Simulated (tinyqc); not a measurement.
# Delay unit and parasitic delay from two ring oscillators

Question. A ring of 21 inverters oscillates at 1/(2 x 21 d), with stage delay d = tau (h + p) for fan-out h. Find tau, p and the delay at fan-out 4.

frequencies of 21-stage ring oscillators with fan-out 1 and 4 (GHz): [3.6489692, 1.6586223]

Answer. d is a straight line in h with slope tau and intercept tau p.

tau = 2.610 ps
p = 1.500
delay at fan-out 4 = 14.36 ps

Computed by the program tinyqc: `OMP_NUM_THREADS=1 python tinyqc.py 2082114 2082115 out.jsonl`, one thread of a shared Intel Xeon 2.30GHz, about 0.01 s for the whole run.
